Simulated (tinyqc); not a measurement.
Static screening by free carriers: sweeps and comparisons. A value that a table varies takes the place of the one given here.

kF = (3 pi^2 n/Mv)^(1/3), EF = c kF^2/m with c = hbar^2/2m0, n in 1/angstrom^3 (1e-24 per 1/cm^3), e2 = e^2/(4 pi eps0). Thomas-Fermi: qTF^2 = 6 pi e2 n/(eps EF). Debye: qD^2 = 4 pi e2 n/(eps kB T).

F_j(eta) = (1/Gamma(j + 1)) integral_0^infinity x^j dx/(1 + exp(x - eta)), which tends to exp(eta) for eta << 0.

At finite T: qs^2 = qD^2 F_-1/2(eta)/F_1/2(eta), where n = Mv N F_1/2(eta) and N = 2 (m kB T/(4 pi c))^(3/2) with c = hbar^2/2m0, in 1/angstrom^3; times 1e24 for 1/cm^3.

Donor in the screened potential -(e2/eps) exp(-qs r)/r with the trial function exp(-r/a): E(a) = c/(m a^2) - (e2/eps) 4/(a (2 + qs a)^2), e2 = e^2/(4 pi eps0), c = hbar^2/2m0; isotropic mass.

Lindhard at zero temperature: eps(q)/eps = 1 + (qTF/q)^2 L(x), x = q/(2 kF), L(x) = 1/2 + ((1 - x^2)/(4x)) ln|(1 + x)/(1 - x)|.

Constants: hbar^2/2m0 = 3.80998211 eV angstrom^2; e^2/(4 pi eps0) = 14.39964547 eV angstrom; kB = 8.617333262e-05 eV/K; a0 (Bohr radius) = 0.5291772105 angstrom.

Values chosen for the exercise (near those of InP; shifted at random, so the results belong to these values and not to a real crystal): m = 0.0818 m0 (mass of one isotropic valley); Mv = 1 (valleys); eps = 12.6 (background dielectric constant); T = 77 K; n = 2.9e+16 1/cm^3 (carrier density).

## Screening unbinds the donor

All carriers n are taken as free and screen with qs(T); E(a) is minimised over a; a dash marks no bound state. aB = a0 eps/m.

Donor level:

| n (1/cm^3) | n^(1/3) aB | qs aB | E (meV) | a/aB |
|---|---|---|---|---|
| 1.0e+13 | 0.018 | 0.012 | -6.84 | 1.000 |
| 1.0e+14 | 0.038 | 0.038 | -6.49 | 1.001 |
| 6.0e+14 | 0.069 | 0.093 | -5.80 | 1.006 |
| 2.0e+15 | 0.103 | 0.169 | -4.91 | 1.018 |
| 5.0e+15 | 0.139 | 0.265 | -3.93 | 1.042 |
| 1.0e+16 | 0.176 | 0.371 | -3.00 | 1.080 |
| 3.0e+16 | 0.253 | 0.616 | -1.36 | 1.226 |
| 8.0e+16 | 0.351 | 0.920 | -0.17 | 1.677 |

aB = 81.5 angstrom

The level rises from -6.84 meV at the lowest density to -0.17 meV at 8e+16 1/cm^3, against -7.01 meV unscreened. It stays bound over this range. This trial function loses binding at qs aB = 1 and the exact Yukawa problem at 1.19; the Mott rule of thumb is n^(1/3) aB = 0.26, which the last bound row of this table passes: the rule belongs to low temperature, and thermal carriers screen more weakly.

## From Debye to Thomas-Fermi

Screening lengths (angstrom):

| n (1/cm^3) | eta | Debye | Thomas-Fermi | finite T |
|---|---|---|---|---|
| 2.0e+14 | -5.94 | 1520 | 188.1 | 1521 |
| 2.0e+15 | -3.63 | 480.6 | 128.2 | 482.9 |
| 8.0e+15 | -2.22 | 240.3 | 101.7 | 244.7 |
| 3.0e+16 | -0.80 | 124.1 | 81.61 | 132.4 |
| 1.0e+17 | 0.72 | 67.97 | 66.77 | 81.77 |
| 4.0e+17 | 3.39 | 33.99 | 53.00 | 55.15 |
| 2.0e+18 | 10.59 | 15.20 | 40.53 | 40.68 |
| 5.0e+18 | 19.60 | 9.613 | 34.79 | 34.82 |

Debye is within 5 % of the finite-T length up to 8e+15 1/cm^3 of the densities listed and Thomas-Fermi from 4e+17 on. The length goes as n^-0.50 at the low end and n^-0.17 at the high end, against the limits -1/2 and -1/6. Both limits give too short a length.

## Static response in three, two and one dimensions

kF = 0.00950473 1/angstrom
qTF = 0.0121847 1/angstrom

x = q/(2 kF). Response over its long-wave value: L3 as above; L2 = 1 for x <= 1 and 1 - sqrt(1 - 1/x^2) beyond; L1 = ln|(1 + x)/(1 - x)|/(2x).

Response:

| x | L3 | L2 | L1 | eps(q)/eps, Lindhard 3D | Thomas-Fermi |
|---|---|---|---|---|---|
| 0.099 | 0.997 | 1.000 | 1.003 | 42.78 | 42.92 |
| 0.298 | 0.970 | 1.000 | 1.031 | 5.487 | 5.627 |
| 0.497 | 0.913 | 1.000 | 1.097 | 2.519 | 2.663 |
| 0.696 | 0.818 | 1.000 | 1.235 | 1.694 | 1.848 |
| 0.894 | 0.662 | 1.000 | 1.612 | 1.340 | 1.514 |
| 0.974 | 0.557 | 1.000 | 2.223 | 1.241 | 1.433 |
| 1.014 | 0.465 | 0.834 | 2.450 | 1.186 | 1.400 |
| 1.093 | 0.361 | 0.596 | 1.424 | 1.124 | 1.344 |
| 1.292 | 0.233 | 0.367 | 0.797 | 1.057 | 1.246 |
| 1.590 | 0.145 | 0.223 | 0.465 | 1.023 | 1.163 |
| 2.187 | 0.073 | 0.111 | 0.226 | 1.006 | 1.086 |

Next to x = 1 the table has L3 = 0.557 and 0.465, L2 = 1.000 and 0.834, L1 = 2.223 and 2.450: an infinite slope in 3D, a kink in 2D and a logarithmic peak in 1D, where the whole Fermi surface is joined by 2 kF. These features give Friedel oscillations of period pi/kF = 331 angstrom at zero temperature; they wash out once kT nears EF, so this table, for T = 0, describes the gas only where EF is well above kT. Thomas-Fermi overstates eps(q) by 5.7 % at x = 0.497 and by 13.6 % at x = 1.59.

## What sets the screening length

All results formed anew. Each row changes one parameter from the base and keeps the others.

Results:

| case | Debye (angstrom) | Thomas-Fermi (angstrom) | finite T (angstrom) |
|---|---|---|---|
| base | 126.2 | 82.07 | 134.3 |
| n = 5.8e+16 1/cm^3 | 89.25 | 73.12 | 100.3 |
| m = 0.1063 m0 | 126.2 | 71.99 | 131.8 |
| eps = 15.12 | 138.3 | 89.90 | 147.2 |
| T = 137 K | 168.4 | 82.07 | 173.0 |
| Mv = 2 | 126.2 | 65.14 | 130.4 |

The largest shifts from the base row, up to three for each result and ties (the steps differ in size, so this ranks the rows, not the parameters). Debye (angstrom): T +42.1, n -37.0, eps +12.0; unchanged at the printed digits by m and Mv. Thomas-Fermi (angstrom): Mv -16.9, m -10.1, n -8.95; unchanged at the printed digits by T. finite T (angstrom): T +38.7, n -34.0, eps +12.8.

Program tinyqc; command `OMP_NUM_THREADS=1 python tinyqc.py 1650974 1650975 out.jsonl`; about 0.01 s on one thread of a shared Intel(R) Xeon(R) Processor @ 2.30GHz.
